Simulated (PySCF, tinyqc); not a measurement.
RHF in the 3-21g basis, for H3+, spin multiplicity 1, step by step. The lowest restricted solution is unstable here: a spin-polarised one lies 0.0060 hartree lower (PySCF). One step of it, computed by the program tinyqc.

Question. Iteration 1: building the Fock matrix. J_ij = sum D_kl (ij|kl), K_ij = sum D_kl (ik|jl); F = H + J - 0.5 K; E = tr D H + tr D J / 2 - 0.25 tr D K + E_nn.

D at the start:
```
,1H 1s,1H 2s,2H 1s,2H 2s,3H 1s,3H 2s
1H 1s,0.000000,0.000000,0.000000,0.000000,0.000000,0.000000
1H 2s,0.000000,0.000000,0.000000,0.000000,0.000000,0.000000
2H 1s,0.000000,0.000000,1.602578,-1.620005,-1.602578,1.620005
2H 2s,0.000000,0.000000,-1.620005,1.637622,1.620005,-1.637622
3H 1s,0.000000,0.000000,-1.602578,1.620005,1.602578,-1.620005
3H 2s,0.000000,0.000000,1.620005,-1.637622,-1.620005,1.637622
```

core Hamiltonian H = T + V (hartree):
```
,1H 1s,1H 2s,2H 1s,2H 2s,3H 1s,3H 2s
1H 1s,-1.034753,-1.046557,-0.249419,-0.521850,-0.249419,-0.521850
1H 2s,-1.046557,-1.230606,-0.484280,-0.779093,-0.484280,-0.779093
2H 1s,-0.249419,-0.484280,-0.818948,-0.907428,-0.000982,-0.060504
2H 2s,-0.521850,-0.779093,-0.907428,-1.035210,-0.060504,-0.222614
3H 1s,-0.249419,-0.484280,-0.000982,-0.060504,-0.818948,-0.907428
3H 2s,-0.521850,-0.779093,-0.060504,-0.222614,-0.907428,-1.035210
```

Two-electron integrals (ij|kl) in chemists' order, unique and non-zero (hartree):
```
i,j,k,l,(ij|kl)
1,1,1,1,1.140145
2,1,1,1,0.611403
2,1,2,1,0.345152
2,2,1,1,0.626370
2,2,2,1,0.380329
2,2,2,2,0.482957
3,1,1,1,0.070893
3,1,2,1,0.042202
3,1,2,2,0.050571
3,1,3,1,0.008814
3,2,1,1,0.145959
3,2,2,1,0.091949
3,2,2,2,0.126135
3,2,3,1,0.021432
3,2,3,2,0.067554
3,3,1,1,0.430761
3,3,2,1,0.276611
3,3,2,2,0.401709
3,3,3,1,0.070893
3,3,3,2,0.260826
3,3,3,3,1.140145
4,1,1,1,0.260826
4,1,2,1,0.148590
4,1,2,2,0.166266
4,1,3,1,0.021432
4,1,3,2,0.047741
4,1,3,3,0.145959
4,1,4,1,0.067554
4,2,1,1,0.336161
4,2,2,1,0.207086
4,2,2,2,0.272866
4,2,3,1,0.035087
4,2,3,2,0.098040
4,2,3,3,0.336161
4,2,4,1,0.098040
4,2,4,2,0.180662
4,3,1,1,0.276611
4,3,2,1,0.176779
4,3,2,2,0.254351
4,3,3,1,0.042202
4,3,3,2,0.148590
4,3,3,3,0.611403
4,3,4,1,0.091949
4,3,4,2,0.207086
4,3,4,3,0.345152
4,4,1,1,0.401709
4,4,2,1,0.254351
4,4,2,2,0.362219
4,4,3,1,0.050571
4,4,3,2,0.166266
4,4,3,3,0.626370
4,4,4,1,0.126135
4,4,4,2,0.272866
4,4,4,3,0.380329
4,4,4,4,0.482957
5,1,1,1,0.070893
5,1,2,1,0.042202
5,1,2,2,0.050571
5,1,3,1,0.003754
5,1,3,2,0.008707
5,1,3,3,0.026791
5,1,4,1,0.015873
5,1,4,2,0.022780
5,1,4,3,0.017303
5,1,4,4,0.026589
5,1,5,1,0.008814
5,2,1,1,0.145959
5,2,2,1,0.091949
5,2,2,2,0.126135
5,2,3,1,0.008707
5,2,3,2,0.021545
5,2,3,3,0.067875
5,2,4,1,0.034926
5,2,4,2,0.055801
5,2,4,3,0.043839
5,2,4,4,0.067743
5,2,5,1,0.021432
5,2,5,2,0.067554
5,3,1,1,0.000126
5,3,2,1,0.000069
5,3,2,2,0.000072
5,3,3,1,0.000008
5,3,3,2,0.000017
5,3,3,3,0.000050
5,3,4,1,0.000030
5,3,4,2,0.000039
5,3,4,3,0.000032
5,3,4,4,0.000047
5,3,5,1,0.000008
5,3,5,2,0.000017
5,3,5,3,1.41e-08
5,4,1,1,0.015473
5,4,2,1,0.009519
5,4,2,2,0.012298
5,4,3,1,0.000887
5,4,3,2,0.002130
5,4,3,3,0.006634
5,4,4,1,0.003620
5,4,4,2,0.005528
5,4,4,3,0.004285
5,4,4,4,0.006599
5,4,5,1,0.002052
5,4,5,2,0.005733
5,4,5,3,1.80e-06
5,4,5,4,0.000516
5,5,1,1,0.430761
5,5,2,1,0.276611
5,5,2,2,0.401709
5,5,3,1,0.026791
5,5,3,2,0.067875
5,5,3,3,0.215815
5,5,4,1,0.105269
5,5,4,2,0.174847
5,5,4,3,0.139394
5,5,4,4,0.215751
5,5,5,1,0.070893
5,5,5,2,0.260826
5,5,5,3,0.000050
5,5,5,4,0.020488
5,5,5,5,1.140145
6,1,1,1,0.260826
6,1,2,1,0.148590
6,1,2,2,0.166266
6,1,3,1,0.015873
6,1,3,2,0.034926
6,1,3,3,0.105269
6,1,4,1,0.060843
6,1,4,2,0.084327
6,1,4,3,0.067739
6,1,4,4,0.100724
6,1,5,1,0.021432
6,1,5,2,0.047741
6,1,5,3,0.000030
6,1,5,4,0.004857
6,1,5,5,0.145959
6,1,6,1,0.067554
6,2,1,1,0.336161
6,2,2,1,0.207086
6,2,2,2,0.272866
6,2,3,1,0.022780
6,2,3,2,0.055801
6,2,3,3,0.174847
6,2,4,1,0.084327
6,2,4,2,0.135497
6,2,4,3,0.112482
6,2,4,4,0.169761
6,2,5,1,0.035087
6,2,5,2,0.098040
6,2,5,3,0.000039
6,2,5,4,0.008964
6,2,5,5,0.336161
6,2,6,1,0.098040
6,2,6,2,0.180662
6,3,1,1,0.015473
6,3,2,1,0.009519
6,3,2,2,0.012298
6,3,3,1,0.002052
6,3,3,2,0.005733
6,3,3,3,0.020488
6,3,4,1,0.004857
6,3,4,2,0.008964
6,3,4,3,0.011962
6,3,4,4,0.013972
6,3,5,1,0.000887
6,3,5,2,0.002130
6,3,5,3,1.80e-06
6,3,5,4,0.000213
6,3,5,5,0.006634
6,3,6,1,0.003620
6,3,6,2,0.005528
6,3,6,3,0.000516
6,4,1,1,0.087649
6,4,2,1,0.053220
6,4,2,2,0.067581
6,4,3,1,0.007076
6,4,3,2,0.017650
6,4,3,3,0.056212
6,4,4,1,0.023266
6,4,4,2,0.038183
6,4,4,3,0.035592
6,4,4,4,0.050686
6,4,5,1,0.007076
6,4,5,2,0.017650
6,4,5,3,0.000010
6,4,5,4,0.001721
6,4,5,5,0.056212
6,4,6,1,0.023266
6,4,6,2,0.038183
6,4,6,3,0.001721
6,4,6,4,0.009457
6,5,1,1,0.276611
6,5,2,1,0.176779
6,5,2,2,0.254351
6,5,3,1,0.017303
6,5,3,2,0.043839
6,5,3,3,0.139394
6,5,4,1,0.067739
6,5,4,2,0.112482
6,5,4,3,0.090034
6,5,4,4,0.139303
6,5,5,1,0.042202
6,5,5,2,0.148590
6,5,5,3,0.000032
6,5,5,4,0.011962
6,5,5,5,0.611403
6,5,6,1,0.091949
6,5,6,2,0.207086
6,5,6,3,0.004285
6,5,6,4,0.035592
6,5,6,5,0.345152
6,6,1,1,0.401709
6,6,2,1,0.254351
6,6,2,2,0.362219
6,6,3,1,0.026589
6,6,3,2,0.067743
6,6,3,3,0.215751
6,6,4,1,0.100724
6,6,4,2,0.169761
6,6,4,3,0.139303
6,6,4,4,0.214728
6,6,5,1,0.050571
6,6,5,2,0.166266
6,6,5,3,0.000047
6,6,5,4,0.013972
6,6,5,5,0.626370
6,6,6,1,0.126135
6,6,6,2,0.272866
6,6,6,3,0.006599
6,6,6,4,0.050686
6,6,6,5,0.380329
6,6,6,6,0.482957
```

nuclear repulsion = 1.07907262 hartree

Give: Coulomb J; exchange K; Fock matrix F; total energy of this density.

Answer.

Coulomb J (hartree):
```
,1H 1s,1H 2s,2H 1s,2H 2s,3H 1s,3H 2s
1H 1s,0.7167,0.4613,0.0764,0.2079,0.0764,0.2079
1H 2s,0.4613,0.6838,0.2541,0.4302,0.2541,0.4302
2H 1s,0.0764,0.2541,1.0231,0.5801,0.0001,0.0212
2H 2s,0.2079,0.4302,0.5801,0.7090,0.0212,0.0957
3H 1s,0.0764,0.2541,0.0001,0.0212,1.0231,0.5801
3H 2s,0.2079,0.4302,0.0212,0.0957,0.5801,0.7090
```

exchange K (hartree):
```
,1H 1s,1H 2s,2H 1s,2H 2s,3H 1s,3H 2s
1H 1s,0.0022,0.0043,0.0039,0.0033,0.0039,0.0033
1H 2s,0.0043,0.0217,0.0333,0.0241,0.0333,0.0241
2H 1s,0.0039,0.0333,0.4394,0.0569,-0.0494,0.0264
2H 2s,0.0033,0.0241,0.0569,0.0795,0.0264,-0.0111
3H 1s,0.0039,0.0333,-0.0494,0.0264,0.4394,0.0569
3H 2s,0.0033,0.0241,0.0264,-0.0111,0.0569,0.0795
```

Fock matrix F (hartree):
```
,1H 1s,1H 2s,2H 1s,2H 2s,3H 1s,3H 2s
1H 1s,-0.3192,-0.5874,-0.1750,-0.3156,-0.1750,-0.3156
1H 2s,-0.5874,-0.5576,-0.2468,-0.3610,-0.2468,-0.3610
2H 1s,-0.1750,-0.2468,-0.0155,-0.3557,0.0238,-0.0525
2H 2s,-0.3156,-0.3610,-0.3557,-0.3660,-0.0525,-0.1214
3H 1s,-0.1750,-0.2468,0.0238,-0.0525,-0.0155,-0.3557
3H 2s,-0.3156,-0.3610,-0.0525,-0.1214,-0.3557,-0.3660
```

total energy of this density = 1.700520 hartree
